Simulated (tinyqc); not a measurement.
Worked calculation: UHF in the sto-3g basis, for H4, spin multiplicity 3. This run ends on a higher stationary point, not on the lowest solution. Computed by tinyqc, a small Python program that keeps every step (integrals from PySCF). Settings: charge = 0, multiplicity = 3, basis = sto-3g, energy threshold = 1e-10, iteration cap = 53, orthogonalisation = symmetric, start = random, DIIS depth = 0, damping = 0.2, method = UHF. Command: `OMP_NUM_THREADS=1 python tinyqc.py 29601 29602 out.jsonl` (the two numbers bound the seeds that draw the settings). One thread of a shared host (Intel(R) Xeon(R) Processor @ 2.60GHz), about 0.2 s of CPU time with the checks. Later iterations appear only in the table of the cycle.

## One-electron integrals

Geometry (angstrom):
```
atom         x         y         z
H     0.000000  0.000000  0.000000
H     0.000000  0.000000  1.633000
H     0.000000  0.000000  3.351000
H     0.000000  0.000000  4.985000
```

Basis sto-3g: exponents (1/bohr^2) and contraction coefficients of normalised primitives:
```
element  l (shell)  exponent  coefficient
H            s (1)  3.425251     0.154329
H            s (1)  0.623914     0.535328
H            s (1)  0.168855     0.444635
```

Overlap, kinetic and nuclear-attraction integrals over the contracted functions; the nuclear repulsion is the sum of Za Zb / Rab.

nuclear repulsion = 1.37786458 hartree

overlap S, lower triangle:
```
          1H 1s     2H 1s     3H 1s     4H 1s
1H 1s  1.000000
2H 1s  0.211504  1.000000
3H 1s  0.008465  0.186138  1.000000
4H 1s  0.000113  0.008446  0.211190  1.000000
```

kinetic energy T (hartree), lower triangle:
```
           1H 1s      2H 1s     3H 1s     4H 1s
1H 1s   0.760032
2H 1s   0.000556   0.760032
3H 1s  -0.003974  -0.003379  0.760032
4H 1s  -0.000119  -0.003968  0.000503  0.760032
```

nuclear attraction V (hartree), lower triangle:
```
           1H 1s      2H 1s      3H 1s      4H 1s
1H 1s  -1.814006
2H 1s  -0.333806  -2.015355
3H 1s  -0.012524  -0.304607  -2.015208
4H 1s  -0.000162  -0.012493  -0.333216  -1.813765
```

core Hamiltonian H = T + V (hartree), lower triangle:
```
           1H 1s      2H 1s      3H 1s      4H 1s
1H 1s  -1.053974
2H 1s  -0.333250  -1.255323
3H 1s  -0.016498  -0.307986  -1.255176
4H 1s  -0.000281  -0.016461  -0.332713  -1.053733
```

## Two-electron integrals

Functions are numbered as in S; the eight-fold symmetry (ij|kl) = (ji|kl) = (kl|ij) leaves the list below.

Two-electron integrals (ij|kl) in chemists' order, unique and non-zero (hartree):
```
(11|11) 0.774606   (21|11) 0.109257   (21|21) 0.024678   (22|11) 0.319973
(22|21) 0.109257   (22|22) 0.774606   (31|11) 0.002747   (31|21) 0.000780
(31|22) 0.004576   (31|31) 0.000033   (32|11) 0.040383   (32|21) 0.012841
(32|22) 0.093950   (32|31) 0.000691   (32|32) 0.018789   (33|11) 0.157914
(33|21) 0.045009   (33|22) 0.305135   (33|31) 0.002747   (33|32) 0.093950
(33|33) 0.774606   (41|11) 0.000024   (41|21) 0.000007   (41|22) 0.000051
(41|31) 3.91e-07   (41|32) 0.000010   (41|33) 0.000051   (41|41) 5.84e-09
(42|11) 0.001378   (42|21) 0.000400   (42|22) 0.002740   (42|31) 0.000023
(42|32) 0.000690   (42|33) 0.004565   (42|41) 3.90e-07   (42|42) 0.000032
(43|11) 0.027010   (43|21) 0.007220   (43|22) 0.044934   (43|31) 0.000400
(43|32) 0.012819   (43|33) 0.109065   (43|41) 0.000007   (43|42) 0.000777
(43|43) 0.024599   (44|11) 0.106154   (44|21) 0.027047   (44|22) 0.157867
(44|31) 0.001381   (44|32) 0.040366   (44|33) 0.319792   (44|41) 0.000024
(44|42) 0.002740   (44|43) 0.109065   (44|44) 0.774606
```

## Orthogonalisation

S = U s U^T; symmetric (Loewdin) form X = U s^(-1/2) U^T, so that X^T S X = 1.

eigenvalues of S: 0.683678  0.854454  1.130070  1.331798

X, lower triangle:
```
           1H 1s      2H 1s      3H 1s     4H 1s
1H 1s   1.017619
2H 1s  -0.110724   1.031660
3H 1s   0.011507  -0.099411   1.031605
4H 1s  -0.001467   0.011493  -0.110551  1.017565
```

## Starting guess

The start is random orthonormal orbitals; D(s) = C_occ C_occ^T for each spin.

D(alpha) at the start, lower triangle:
```
           1H 1s      2H 1s      3H 1s     4H 1s
1H 1s   0.732113
2H 1s  -0.415142   0.975785
3H 1s  -0.099396  -0.287114   1.029469
4H 1s  -0.334657  -0.160249  -0.367489  0.704813
```

D(beta) at the start, lower triangle:
```
           1H 1s     2H 1s     3H 1s     4H 1s
1H 1s   0.641580
2H 1s  -0.121578  0.023039
3H 1s  -0.190762  0.036149  0.056720
4H 1s  -0.413641  0.078384  0.122989  0.266684
```

## Iteration 1: building the Fock matrix

J_ij = sum D_kl (ij|kl) with D = D(alpha) + D(beta), K_ij = sum D_kl (ik|jl) for each spin; F = H + J - K(s); E = tr D H + tr D J / 2 - 0.5 sum_s tr D(s) K(s) + E_nn.

Coulomb J (hartree), lower triangle:
```
          1H 1s     2H 1s     3H 1s     4H 1s
1H 1s  1.505706
2H 1s  0.297384  1.508451
3H 1s  0.011265  0.260562  1.522525
4H 1s  0.000146  0.011075  0.279822  1.299473
```

exchange K(alpha) (hartree), lower triangle:
```
           1H 1s      2H 1s     3H 1s     4H 1s
1H 1s   0.499485
2H 1s   0.034593   0.644413
3H 1s  -0.038899   0.068612  0.693524
4H 1s  -0.044872  -0.045673  0.051155  0.489806
```

exchange K(beta) (hartree), lower triangle:
```
           1H 1s     2H 1s     3H 1s     4H 1s
1H 1s   0.469965
2H 1s   0.022995  0.010348
3H 1s  -0.041817  0.011794  0.085032
4H 1s  -0.046624  0.007990  0.080833  0.235261
```

F(alpha) (hartree), lower triangle:
```
           1H 1s      2H 1s      3H 1s      4H 1s
1H 1s  -0.047753
2H 1s  -0.070459  -0.391285
3H 1s   0.033666  -0.116036  -0.426175
4H 1s   0.044737   0.040287  -0.104046  -0.244066
```

F(beta) (hartree), lower triangle:
```
           1H 1s      2H 1s      3H 1s     4H 1s
1H 1s  -0.018233
2H 1s  -0.058861   0.242779
3H 1s   0.036584  -0.059218   0.182317
4H 1s   0.046490  -0.013376  -0.133724  0.010479
```

total energy of this density = -1.29556385 hartree

This density is the starting one.

## Iteration 1: diagonalisation and new density

Diagonalise F' = X^T F X, C = X C', fill 3 alpha and 1 beta electrons from the bottom; D(s) = C_occ C_occ^T; the new density keeps 0.2 of the old one (damping). Each column has its largest component positive (the first on a tie).

F' = X^T F X (alpha) (hartree), lower triangle:
```
           1          2          3          4
1  -0.037460
2  -0.029980  -0.379565
3   0.041742  -0.052394  -0.411132
4   0.035967   0.049709  -0.040344  -0.233450
```

orbital energies (alpha) (hartree): MO1 -0.450857, MO2 -0.380634, MO3 -0.204297, MO4 -0.025818

coefficients C (alpha):
```
             MO1        MO2        MO3        MO4
1H 1s  -0.098797   0.084270  -0.105810   1.009894
2H 1s   0.505964   0.793030   0.401923  -0.200396
3H 1s   0.789472  -0.525681  -0.417550   0.111759
4H 1s  -0.052783  -0.371312   0.944930   0.119347
```

F' = X^T F X (beta) (hartree), lower triangle:
```
           1          2          3         4
1  -0.001748
2  -0.092954   0.286244
3   0.050873  -0.113701   0.239786
4   0.041983   0.006855  -0.163805  0.042909
```

orbital energies (beta) (hartree): MO1 -0.092533, MO2 0.000772, MO3 0.226516, MO4 0.432436

coefficients C (beta):
```
             MO1       MO2        MO3        MO4
1H 1s  -0.589576  0.724085  -0.314181   0.278091
2H 1s  -0.000106  0.263139   0.649532  -0.771662
3H 1s   0.353459  0.256191   0.517833   0.792293
4H 1s   0.657912  0.428537  -0.548737  -0.360819
```

D(alpha) after iteration 1, lower triangle:
```
           1H 1s      2H 1s      3H 1s     4H 1s
1H 1s   0.168869
2H 1s  -0.103578   1.032307
3H 1s  -0.082372  -0.205631   1.065058
4H 1s  -0.167778   0.014846  -0.266325  0.967803
```

D(beta) after iteration 1, lower triangle:
```
           1H 1s     2H 1s     3H 1s     4H 1s
1H 1s   0.406396
2H 1s  -0.024266  0.004608
3H 1s  -0.204865  0.007200  0.111291
4H 1s  -0.393040  0.015621  0.210634  0.399616
```

## Iteration 2: building the Fock matrix

As before.

Coulomb J (hartree), lower triangle:
```
          1H 1s     2H 1s     3H 1s     4H 1s
1H 1s  1.059817
2H 1s  0.253431  1.489341
3H 1s  0.010908  0.273829  1.693439
4H 1s  0.000153  0.012276  0.329703  1.624422
```

exchange K(alpha) (hartree), lower triangle:
```
           1H 1s      2H 1s     3H 1s     4H 1s
1H 1s   0.132902
2H 1s   0.089069   0.760035
3H 1s  -0.014564   0.120586  0.771129
4H 1s  -0.020770  -0.004042  0.127469  0.717558
```

exchange K(beta) (hartree), lower triangle:
```
           1H 1s     2H 1s     3H 1s     4H 1s
1H 1s   0.308479
2H 1s   0.027781  0.006553
3H 1s  -0.041952  0.005591  0.142362
4H 1s  -0.046457  0.001876  0.128395  0.358303
```

F(alpha) (hartree), lower triangle:
```
           1H 1s      2H 1s      3H 1s      4H 1s
1H 1s  -0.127060
2H 1s  -0.168888  -0.526017
3H 1s   0.008974  -0.154743  -0.332866
4H 1s   0.020642  -0.000144  -0.130479  -0.146869
```

F(beta) (hartree), lower triangle:
```
           1H 1s      2H 1s      3H 1s     4H 1s
1H 1s  -0.302637
2H 1s  -0.107600   0.227465
3H 1s   0.036362  -0.039748   0.295902
4H 1s   0.046329  -0.006061  -0.131405  0.212387
```

total energy of this density = -1.41207388 hartree

This density is a damped mixture and is not idempotent.

## Iteration 2: diagonalisation and new density

As before.

F' = X^T F X (alpha) (hartree), lower triangle:
```
           1          2          3          4
1  -0.099464
2  -0.108840  -0.493954
3   0.031361  -0.085393  -0.299206
4   0.016417   0.017662  -0.086823  -0.126519
```

orbital energies (alpha) (hartree): MO1 -0.545393, MO2 -0.327500, MO3 -0.088818, MO4 -0.057431

coefficients C (alpha):
```
             MO1        MO2        MO3        MO4
1H 1s   0.109380  -0.224033   0.360497   0.925111
2H 1s   0.907643  -0.284600   0.008987  -0.426266
3H 1s   0.219778   0.849307  -0.415868   0.379308
4H 1s  -0.007409   0.318069   0.928702  -0.289972
```

F' = X^T F X (beta) (hartree), lower triangle:
```
           1          2          3         4
1  -0.285502
2  -0.110612   0.274912
3   0.051370  -0.104641   0.358688
4   0.040707   0.015588  -0.197306  0.252960
```

orbital energies (beta) (hartree): MO1 -0.313381, MO2 0.087871, MO3 0.280048, MO4 0.546520

coefficients C (beta):
```
             MO1       MO2        MO3        MO4
1H 1s   0.973984  0.035594  -0.289589   0.119038
2H 1s   0.076382  0.279695   0.891313  -0.456174
3H 1s  -0.074832  0.537164   0.059416   0.888127
4H 1s  -0.094677  0.648980  -0.476477  -0.625000
```

D(alpha) after iteration 2, lower triangle:
```
           1H 1s      2H 1s      3H 1s     4H 1s
1H 1s   0.187464
2H 1s   0.112307   0.930376
3H 1s  -0.269397  -0.077902   0.967069
4H 1s   0.176625  -0.068152  -0.147431  0.964529
```

D(beta) after iteration 2, lower triangle:
```
           1H 1s      2H 1s     3H 1s     4H 1s
1H 1s   0.840195
2H 1s   0.054663   0.005589
3H 1s  -0.099281  -0.003133  0.026738
4H 1s  -0.152379  -0.002661  0.047795  0.087094
```

## Iteration 3: building the Fock matrix

As before.

Coulomb J (hartree), lower triangle:
```
          1H 1s     2H 1s     3H 1s     4H 1s
1H 1s  1.386424
2H 1s  0.291803  1.531636
3H 1s  0.011329  0.263333  1.529388
4H 1s  0.000148  0.011244  0.287925  1.368604
```

exchange K(alpha) (hartree), lower triangle:
```
           1H 1s     2H 1s     3H 1s     4H 1s
1H 1s   0.191149
2H 1s   0.149271  0.746052
3H 1s  -0.022151  0.139177  0.740584
4H 1s   0.009803  0.000088  0.156507  0.738301
```

exchange K(beta) (hartree), lower triangle:
```
           1H 1s      2H 1s     3H 1s     4H 1s
1H 1s   0.662346
2H 1s   0.106914   0.034304
3H 1s  -0.015234  -0.001234  0.032163
4H 1s  -0.018774  -0.002808  0.028461  0.078519
```

F(alpha) (hartree), lower triangle:
```
           1H 1s      2H 1s      3H 1s      4H 1s
1H 1s   0.141301
2H 1s  -0.190718  -0.469740
3H 1s   0.016982  -0.183831  -0.466372
4H 1s  -0.009936  -0.005306  -0.201294  -0.423429
```

F(beta) (hartree), lower triangle:
```
           1H 1s      2H 1s      3H 1s     4H 1s
1H 1s  -0.329896
2H 1s  -0.148361   0.242008
3H 1s   0.010065  -0.043419   0.242049
4H 1s   0.018642  -0.002409  -0.073248  0.236353
```

total energy of this density = -1.67729379 hartree

This density is a damped mixture and is not idempotent.

## Iteration 3: diagonalisation and new density

As before.

F' = X^T F X (alpha) (hartree), lower triangle:
```
           1          2          3          4
1   0.184382
2  -0.170387  -0.420876
3   0.051066  -0.111533  -0.421750
4  -0.016915   0.022461  -0.116284  -0.398524
```

orbital energies (alpha) (hartree): MO1 -0.571558, MO2 -0.454487, MO3 -0.271195, MO4 0.240472

coefficients C (alpha):
```
            MO1        MO2        MO3        MO4
1H 1s  0.035060   0.111048  -0.181065   1.000799
2H 1s  0.506155   0.719981  -0.393308  -0.396662
3H 1s  0.631719  -0.207160   0.782975   0.177233
4H 1s  0.347645  -0.633084  -0.721158  -0.077930
```

F' = X^T F X (beta) (hartree), lower triangle:
```
           1          2          3         4
1  -0.304898
2  -0.150145   0.299038
3   0.030564  -0.101882   0.288918
4   0.014800   0.016652  -0.132842  0.264205
```

orbital energies (beta) (hartree): MO1 -0.340900, MO2 0.122962, MO3 0.294372, MO4 0.470828

coefficients C (beta):
```
             MO1        MO2        MO3        MO4
1H 1s   0.965203  -0.067154  -0.270048   0.197206
2H 1s   0.127188   0.267583   0.751310  -0.659055
3H 1s  -0.025882   0.627463   0.210517   0.804828
4H 1s  -0.031394   0.568193  -0.641345  -0.559144
```

D(alpha) after iteration 3, lower triangle:
```
           1H 1s      2H 1s      3H 1s     4H 1s
1H 1s   0.074569
2H 1s   0.157591   0.929480
3H 1s  -0.167980  -0.125464   1.037441
4H 1s   0.093295  -0.010597  -0.200594  1.026283
```

D(beta) after iteration 3, lower triangle:
```
           1H 1s      2H 1s     3H 1s     4H 1s
1H 1s   0.913333
2H 1s   0.109142   0.014059
3H 1s  -0.039841  -0.003260  0.005883
4H 1s  -0.054717  -0.003727  0.010209  0.018207
```

## Iteration 21 (converged): orbitals

converged F(alpha) (hartree), lower triangle:
```
           1H 1s      2H 1s      3H 1s      4H 1s
1H 1s   0.236370
2H 1s  -0.191710  -0.456165
3H 1s  -0.008683  -0.173223  -0.494159
4H 1s  -0.000845  -0.011378  -0.196226  -0.480984
```

converged F(beta) (hartree), lower triangle:
```
           1H 1s      2H 1s      3H 1s     4H 1s
1H 1s  -0.440552
2H 1s  -0.187172   0.236923
3H 1s  -0.013878  -0.045350   0.301965
4H 1s  -0.000546  -0.005290  -0.043433  0.307374
```

Diagonalise F' = X^T F X, C = X C', fill 3 alpha and 1 beta electrons from the bottom; D(s) = C_occ C_occ^T. Each column has its largest component positive (the first on a tie).

F' = X^T F X (alpha) (hartree), lower triangle:
```
           1          2          3          4
1   0.282559
2  -0.180673  -0.408237
3   0.022809  -0.094863  -0.455973
4  -0.003788   0.012203  -0.100233  -0.459800
```

orbital energies (alpha) (hartree): MO1 -0.584560, MO2 -0.466565, MO3 -0.320070, MO4 0.329744

coefficients C (alpha):
```
            MO1        MO2        MO3        MO4
1H 1s  0.033625   0.095997  -0.111879   1.012462
2H 1s  0.364728   0.728885  -0.537089  -0.365831
3H 1s  0.643938   0.041258   0.812603   0.098817
4H 1s  0.475366  -0.660767  -0.620059  -0.027117
```

F' = X^T F X (beta) (hartree), lower triangle:
```
           1          2          3         4
1  -0.411297
2  -0.176189   0.301519
3   0.011035  -0.106878   0.346586
4  -0.002191   0.014181  -0.115916  0.331754
```

orbital energies (beta) (hartree): MO1 -0.452704, MO2 0.191280, MO3 0.323468, MO4 0.506519

coefficients C (beta):
```
            MO1        MO2        MO3        MO4
1H 1s  0.964991  -0.158683  -0.251234   0.168630
2H 1s  0.127577   0.396446   0.749610  -0.592652
3H 1s  0.006236   0.629018   0.045359   0.829871
4H 1s  0.000446   0.477012  -0.679478  -0.598801
```

D(alpha) after iteration 21, lower triangle:
```
           1H 1s      2H 1s      3H 1s     4H 1s
1H 1s   0.022863
2H 1s   0.142324   0.952764
3H 1s  -0.065300  -0.171505   1.076681
4H 1s   0.021924   0.024783  -0.225017  1.047059
```

D(beta) after iteration 21, lower triangle:
```
          1H 1s     2H 1s     3H 1s     4H 1s
1H 1s  0.931208
2H 1s  0.123111  0.016276
3H 1s  0.006018  0.000796  0.000039
4H 1s  0.000431  0.000057  0.000003  0.000000
```

## Convergence

Stop when the energy changes by less than 1e-10 hartree and every element of the error matrix X^T (F D S - S D F) X (for each spin) is below 3e-06.

Course of the cycle:
```
iteration  E (hartree)     change  largest element of the error matrix
1          -1.29556385          -                             9.61e-02
2          -1.41207388  -1.17e-01                             1.88e-01
3          -1.67729379  -2.65e-01                             8.09e-02
4          -1.79326433  -1.16e-01                             4.63e-02
5          -1.82402609  -3.08e-02                             2.00e-02
6          -1.83101968  -6.99e-03                             8.13e-03
7          -1.83253418  -1.51e-03                             3.27e-03
8          -1.83285748  -3.23e-04                             1.32e-03
9          -1.83292686  -6.94e-05                             7.69e-04
10         -1.83294214  -1.53e-05                             4.74e-04
11         -1.83294569  -3.54e-06                             2.92e-04
12         -1.83294658  -8.91e-07                             1.81e-04
13         -1.83294683  -2.49e-07                             1.12e-04
14         -1.83294690  -7.76e-08                             6.97e-05
15         -1.83294693  -2.65e-08                             4.35e-05
16         -1.83294694  -9.63e-09                             2.72e-05
17         -1.83294694  -3.64e-09                             1.70e-05
18         -1.83294694  -1.40e-09                             1.07e-05
19         -1.83294694  -5.49e-10                             6.70e-06
20         -1.83294695  -2.16e-10                             4.21e-06
21         -1.83294695  -8.50e-11                             2.64e-06
```

PySCF UHF in the same basis, after a stability check = -1.86545857 hartree

Converged in 21 iterations. But the solution lies 0.03251 hartree above the reference: it is another stationary point, not the lowest one. Reruns (cap 100 unless said): DIIS 8: converged in 11 to a higher stationary point; damping 0.5: converged in 36 to a higher stationary point; level shift 0.5: converged in 34 to a higher stationary point; atomic densities as start, DIIS 8: converged in 14 to a higher stationary point.

## Populations, bond orders and dipole

Mulliken: Z minus the diagonal of D S on the atom; Loewdin: the same with S^(1/2) D S^(1/2); Mayer order: 2 sum_s sum (D(s) S)_ij (D(s) S)_ji over the two atoms.

Charges (e):
```
atom   Mulliken    Loewdin  Mulliken spin
1H    -0.009712  -0.010659      -0.904882
2H     0.006385   0.007146       0.908689
3H     0.003078   0.003258       0.996445
4H     0.000249   0.000255       0.999749
```

Mayer bond orders:
```
pair     order
2-1   0.173874
3-1   0.006743
3-2   0.000344
4-1   0.000476
4-2   0.000025
4-3   1.66e-06
```

dipole moment about the origin, x y z (debye): 0.000000  0.000000  0.105587

<S^2> of the determinant (pure state: 2) = 2.785574
